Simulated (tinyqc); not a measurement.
What moves the results: band edges of strained Si(1-x)Ge(x) on relaxed Si(1-y)Ge(y). A value that a table varies takes the place of the one given here.

Values are linear in the Ge fraction but for ED(x) = linear - CD x (1 - x) and a(x) = linear - Ca x (1 - x). Energies are on the common scale of Ev.

Coherent growth on a (111) face: e_par = (a(y) - a(x))/a(x), e_perp = -(2 C11 + 4 C12 - 4 C44)/(C11 + 2 C12 + 4 C44) e_par; exx = eyy = ezz = (2 e_par + e_perp)/3 and exy = eyz = ezx = (e_perp - e_par)/3.

A valley with unit axis u lies at Ev + gap + (av + a_valley) tr(e) + Xu (u.e.u - tr(e)/3); the Delta axes are x, y, z and the L axes [111], [1-1-1], [-11-1], [-1-11]. The second-order shift of the Delta valleys under shear is left out; it lowers the pair normal to the sheared plane by tens of meV at a shear of 1 %.

Valence edges: Ev plus the levels of the 6 x 6 matrix of X, Y, Z times spin with -Dso/3 + l exx + m (eyy + ezz) on the diagonal (cyclic), n exy off it, l = av + 2 b, m = av - b, n = sqrt(3) d. Spin-orbit term (Dso/3) L.sigma on X, Y, Z with (L_k)_ij = -i epsilon_kij: <X+|H|Y+> = -i Dso/3, <X+|H|Z-> = Dso/3, <Y+|H|Z-> = -i Dso/3, <Z+|H|X-> = -Dso/3, <Z+|H|Y-> = i Dso/3, <X-|H|Y-> = i Dso/3, and their conjugates; + and - are the spin along z.

Coherent growth: e_par = (a(y) - a(x))/a(x). (001): e_perp = -2 (C12/C11) e_par; exx = eyy = e_par, ezz = e_perp, no shear. (111): e_perp = -(2 C11 + 4 C12 - 4 C44)/(C11 + 2 C12 + 4 C44) e_par; exx = eyy = ezz = (2 e_par + e_perp)/3 and exy = eyz = ezx = (e_perp - e_par)/3. (110): e_perp = -(C11 + 3 C12 - 2 C44)/(C11 + C12 + 2 C44) e_par; exx = eyy = (e_par + e_perp)/2, ezz = e_par, exy = (e_perp - e_par)/2, eyz = ezx = 0.

Values chosen for the exercise (end members near Si and Ge, in this order; not measured data):
- a = (5.436, 5.665) angstrom (lattice constant)
- Dso = (0.044, 0.289) eV (spin-orbit splitting)
- av = (2.45, 1.26) eV (valence hydrostatic potential)
- b = (-2.07, -2.53) eV (tetragonal shear potential)
- d = (-4.77, -5.26) eV (trigonal shear potential)
- C11 = (165.8, 128.5) GPa
- C12 = (64.7, 48.8) GPa
- C44 = (79.9, 66.2) GPa
- Ev = (0, 0.68) eV (top of the unstrained valence band)
- ED = (1.17, 0.934) eV (gap to the Delta valleys)
- EL = (1.978, 0.735) eV (gap to the L valleys)
- aD = (1.71, 1.28) eV (hydrostatic potential of the Delta gap)
- aL = (-2.83, -2.63) eV (hydrostatic potential of the L gap)
- XuD = (8.97, 9.32) eV (uniaxial potential, Delta)
- XuL = (16.44, 15.28) eV (uniaxial potential, L)
- CD = 0.193 eV (bowing of the Delta gap)
- Ca = 0 angstrom (bowing of the lattice constant)
- face = 111 (growth face)
- y = 0 (Ge fraction of the relaxed buffer)
- x = 0.16 (Ge fraction of the layer)

## Composition of the layer

The buffer is kept. dEc = Ec(buffer) - Ec(layer), dEv = Ev(layer) - Ev(buffer); buffer edges Ev(y) and Ev(y) + min(ED, EL). The digit behind Delta or L counts whole valleys.

Results:
```
x     e_par (%)  lowest valleys  gap (eV)  next valleys above (meV)  valence splitting (meV)  dEc (eV)  dEv (eV)
0.08      -0.34          Delta6     1.115                       748                       20     0.000     0.055
0.16      -0.67          Delta6     1.062                       685                       35    -0.004     0.112
0.24      -1.00          Delta6     1.013                       619                       47    -0.012     0.170
0.31      -1.29          Delta6     0.971                       560                       57    -0.022     0.221
0.39      -1.62          Delta6     0.927                       489                       68    -0.037     0.280
0.47      -1.94          Delta6     0.885                       416                       80    -0.056     0.341
0.55      -2.26          Delta6     0.846                       341                       91    -0.079     0.402
```

What does this show, and why?

The gap is 1.115 eV in the first row and 0.846 eV in the last. The lowest valleys are Delta6 throughout. Per 0.1 of x the valence offset moves by +74 meV on average; the conduction offset lies between -79 and 0 meV. Electrons and holes sit on opposite sides in every row (type II). Offsets below about 30 meV are within the spread of parameter sets, so those rows do not settle the type. Strains above 2 % can be kept only in layers of a few nanometres.

## Composition of the buffer

The layer is kept. dEc = Ec(buffer) - Ec(layer), dEv = Ev(layer) - Ev(buffer); buffer edges Ev(y) and Ev(y) + min(ED, EL). The digit behind Delta or L counts whole valleys.

Results:
```
y     e_par (%)  lowest valleys  gap (eV)  next valleys above (meV)  valence splitting (meV)  dEc (eV)  dEv (eV)
0.00      -0.67          Delta6     1.062                       685                       35    -0.004     0.112
0.10      -0.25          Delta6     1.090                       677                       17    -0.003     0.042
0.20       0.17          Delta6     1.103                       635                       14     0.003    -0.014
0.30       0.59          Delta6     1.088                       541                       56     0.012    -0.041
0.41       1.05          Delta6     1.068                       438                      108     0.026    -0.067
0.51       1.46          Delta6     1.047                       344                      156     0.044    -0.089
0.61       1.88          Delta6     1.026                       249                      205     0.065    -0.110
0.71       2.30          Delta6     1.004                       155                      254     0.090    -0.131
```

What does this show, and why?

The gap is 1.062 eV in the first row and 1.004 eV in the last, with its largest listed value, 1.103 eV, at y = 0.20: it peaks near the match y = x, since strain of either sign narrows it. The lowest valleys are Delta6 throughout. Per 0.1 of y the valence offset moves by -34 meV on average; the conduction offset lies between -4 and +90 meV. Electrons and holes sit on opposite sides in every row (type II). Offsets below about 30 meV are within the spread of parameter sets, so those rows do not settle the type. Strains above 2 % can be kept only in layers of a few nanometres.

## The same layer on three faces

dEc = Ec(buffer) - Ec(layer), dEv = Ev(layer) - Ev(buffer); buffer edges Ev(y) and Ev(y) + min(ED, EL). The digit behind Delta or L counts whole valleys.

Results:
```
face   e_par (%)  lowest valleys  gap (eV)  next valleys above (meV)  valence splitting (meV)  dEc (eV)  dEv (eV)  Delta spread (meV)  L spread (meV)
(001)      -0.67          Delta4     1.032                       107                       34     0.023     0.116                 107               0
(111)      -0.67          Delta6     1.062                       685                       35    -0.004     0.112                   0             139
(110)      -0.67          Delta2     1.032                        45                       36     0.024     0.113                  45             109
```

How do the results move?

On (001) only the Delta valleys split (107 meV), on (111) only the L valleys (139 meV), on (110) both (45 and 109 meV). The lowest valleys are Delta4 on (001), Delta6 on (111) and Delta2 on (110); the smallest gap is 1.032 eV on (001) and the largest 1.062 eV on (111).

## What each parameter does

dEc = Ec(buffer) - Ec(layer), dEv = Ev(layer) - Ev(buffer); buffer edges Ev(y) and Ev(y) + min(ED, EL). Each row changes one parameter from the base and keeps the others.

Results:
```
case                       gap (eV)  valence splitting (meV)  dEc (eV)  dEv (eV)
base                         1.0622                     34.6   -0.0042    0.1119
x = 0.19                     1.0433                     39.3   -0.0067    0.1334
y = 0.03                     1.0705                     30.8   -0.0041    0.0910
CD = 0.243 eV                1.0555                     34.6    0.0026    0.1119
Ev = (0, 0.782) eV           1.0622                     34.6   -0.0205    0.1283
b = (-2.38, -2.909) eV       1.0622                     34.6   -0.0042    0.1119
aL = (-3.254, -3.024) eV     1.0622                     34.6   -0.0042    0.1119
XuD = (10.316, 10.718) eV    1.0622                     34.6   -0.0042    0.1119
XuL = (18.906, 17.572) eV    1.0622                     34.6   -0.0042    0.1119
```

How do the results move?

The largest shifts from the base row, up to three for each result and ties (the steps differ in size, so this ranks the rows, not the parameters). gap (eV): x -0.0190, y +0.0083, CD -0.0067; unchanged at the printed digits by Ev, b, aL, XuD and XuL. valence splitting (meV): x +4.7, y -3.8; unchanged at the printed digits by CD, Ev, b, aL, XuD and XuL. dEc (eV): Ev -0.0163, CD +0.0067, x -0.0025; unchanged at the printed digits by b, aL, XuD and XuL. dEv (eV): x +0.0215, y -0.0210, Ev +0.0163; unchanged at the printed digits by CD, b, aL, XuD and XuL. The lowest valleys of the layer are Delta6, so among the conduction-band potentials only those of that family reach the gap and dEc; the buffer is unstrained. A shift large enough to swap the lowest family would change that.

Computed by tinyqc, a small Python program: `OMP_NUM_THREADS=1 python tinyqc.py 1080522 1080523 out.jsonl` (the numbers bound the seed that draws the inputs); one thread of a shared host (Intel(R) Xeon(R) Processor @ 2.30GHz), about 0.01 s for the whole set of steps.
